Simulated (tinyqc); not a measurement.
Sp3 tight binding, zinc-blende lattice, step by step. Computed by tinyqc, a small Python program that keeps every step. Command: `OMP_NUM_THREADS=1 python tinyqc.py 31576 31577 out.jsonl` (the two numbers bound the seeds that draw the settings). One thread of a shared host (Intel(R) Xeon(R) Processor @ 2.60GHz), about 0.01 s of CPU time with the checks.

## Bloch Hamiltonian at k

Parameters chosen for this model: zinc-blende lattice, anion at 0, cation at a/4 (1,1,1); V = eta hbar^2 / (m d^2), hbar^2/m = 7.619964 eV angstrom^2:
```
parameter          value      unit
a               3.750000  angstrom
d               1.623798  angstrom
Es anion      -16.520000        eV
Ep anion       -8.130000        eV
Es cation     -13.940000        eV
Ep cation      -6.790000        eV
eta ss         -1.320000
eta sp          1.420000
eta pp sigma    2.220000
eta pp pi      -0.630000
V ss           -3.814723        eV
V sp            4.103718        eV
V pp sigma      6.415671        eV
V pp pi        -1.820663        eV
```

k point k (2 pi / a): 0.02000  -0.44000  0.06000

Slater-Koster rules over the four bonds with direction cosines (l, m, n): ss V_ss; s-px l V_sp; px-s -l V_sp; px-px l^2 V_pps + (1 - l^2) V_ppp; px-py l m (V_pps - V_ppp); each times exp(i k.d).

H(k) at k (eV):
```
                     a s               a px              a py               a pz
a s            -16.52000            0.00000           0.00000            0.00000
a px             0.00000           -8.13000           0.00000            0.00000
a py             0.00000            0.00000          -8.13000            0.00000
a pz             0.00000            0.00000           0.00000           -8.13000
c s   -11.69922+0.02875i  -0.56822+0.22835i  0.02159-6.01117i  -0.18891+0.68686i
c px    0.56822-0.22835i   2.83618-0.00697i  0.21890-0.79591i  -0.02501+6.96554i
c py   -0.02159+6.01117i   0.21890-0.79591i  2.83618-0.00697i   0.65844-0.26461i
c pz    0.18891-0.68686i  -0.02501+6.96554i  0.65844-0.26461i   2.83618-0.00697i

                     c s               c px               c py               c pz
a s   -11.69922-0.02875i   0.56822+0.22835i  -0.02159-6.01117i   0.18891+0.68686i
a px   -0.56822-0.22835i   2.83618+0.00697i   0.21890+0.79591i  -0.02501-6.96554i
a py    0.02159+6.01117i   0.21890+0.79591i   2.83618+0.00697i   0.65844+0.26461i
a pz   -0.18891-0.68686i  -0.02501-6.96554i   0.65844+0.26461i   2.83618+0.00697i
c s            -13.94000            0.00000            0.00000            0.00000
c px             0.00000           -6.79000            0.00000            0.00000
c py             0.00000            0.00000           -6.79000            0.00000
c pz             0.00000            0.00000            0.00000           -6.79000
```

## Levels at k

Diagonalise the Hermitian matrix.

eigenvalues (eV): -28.54249  -15.20155  -15.07202  -13.80279  -2.96905  -0.34025  0.12273  0.58541

weights |c|^2 of the basis functions:
```
       band 1   band 2   band 3   band 4   band 5   band 6   band 7   band 8
a s   0.51994  0.01570  0.00124  0.10010  0.01896  0.20046  0.00054  0.14307
a px  0.00007  0.19311  0.34153  0.00716  0.00167  0.14600  0.15805  0.15240
a py  0.02773  0.02872  0.00312  0.40841  0.41793  0.04694  0.00028  0.06687
a pz  0.00049  0.30622  0.19802  0.03913  0.00289  0.06021  0.29692  0.09612
c s   0.41937  0.01739  0.00168  0.11393  0.04239  0.23653  0.00061  0.16809
c px  0.00010  0.20415  0.24131  0.00814  0.00139  0.17279  0.19281  0.17930
c py  0.03173  0.01840  0.00303  0.29464  0.51131  0.06079  0.00033  0.07977
c pz  0.00057  0.21631  0.21008  0.02848  0.00346  0.07629  0.35044  0.11438
```

## Bloch Hamiltonian at X

k point X (2 pi / a): 1  0  0

As before.

H(k) at X (eV):
```
                   a s              a px               a py               a pz
a s          -16.52000           0.00000            0.00000            0.00000
a px           0.00000          -8.13000            0.00000            0.00000
a py           0.00000           0.00000           -8.13000            0.00000
a pz           0.00000           0.00000            0.00000           -8.13000
c s            0.00000  0.00000+9.47713i            0.00000            0.00000
c px  0.00000-9.47713i           0.00000            0.00000            0.00000
c py           0.00000           0.00000            0.00000  0.00000-10.98178i
c pz           0.00000           0.00000  0.00000-10.98178i            0.00000

                   c s              c px               c py               c pz
a s            0.00000  0.00000+9.47713i            0.00000            0.00000
a px  0.00000-9.47713i           0.00000            0.00000            0.00000
a py           0.00000           0.00000            0.00000  0.00000+10.98178i
a pz           0.00000           0.00000  0.00000+10.98178i            0.00000
c s          -13.94000           0.00000            0.00000            0.00000
c px           0.00000          -6.79000            0.00000            0.00000
c py           0.00000           0.00000           -6.79000            0.00000
c pz           0.00000           0.00000            0.00000           -6.79000
```

## Levels at X

As before.

eigenvalues (eV): -22.30790  -20.94737  -18.46220  -18.46220  -1.12263  -1.00210  3.54220  3.54220

## Bands along a path

The same steps at evenly spaced points between the labelled ones.

Bands along the path (eV):
```
k            band 1     band 2     band 3     band 4    band 5    band 6    band 7   band 8
L         -25.46481  -21.42281  -14.83097  -14.83097  -2.67876  -0.08903  -0.08903  4.18638
L-G 0.25  -26.79846  -19.67041  -14.42019  -14.42019  -2.42938  -0.49981  -0.49981  3.51826
L-G 0.50  -28.70564  -16.46979  -13.31079  -13.31079  -1.97224  -1.60921  -1.60921  1.76767
L-G 0.75  -30.05956  -13.09040  -11.93430  -11.93430  -2.98570  -2.98570  -2.48970  0.25965
G         -30.54333  -11.21931  -11.21931  -11.21931  -3.70069  -3.70069  -3.70069  0.08333
G-X 0.25  -29.89429  -12.91801  -12.91801  -12.12844  -3.47813  -2.00199  -2.00199  0.12086
G-X 0.50  -28.02904  -15.68134  -15.68134  -14.55315  -2.85651   0.05870   0.76134  0.76134
G-X 0.75  -25.19282  -17.87677  -17.72601  -17.72601  -1.98081  -0.32960   2.80601  2.80601
X         -22.30790  -20.94737  -18.46220  -18.46220  -1.12263  -1.00210   3.54220  3.54220
X-W 0.25  -22.30790  -20.94737  -18.46220  -18.46220  -1.12263  -1.00210   3.54220  3.54220
X-W 0.50  -22.30790  -20.94737  -18.46220  -18.46220  -1.12263  -1.00210   3.54220  3.54220
X-W 0.75  -22.30790  -20.94737  -18.46220  -18.46220  -1.12263  -1.00210   3.54220  3.54220
W         -22.30790  -20.94737  -18.46220  -18.46220  -1.12263  -1.00210   3.54220  3.54220
```

With 4 band(s) filled, the highest filled level on these points lies at G and the lowest empty one at G: a gap of 7.5186 eV, direct.
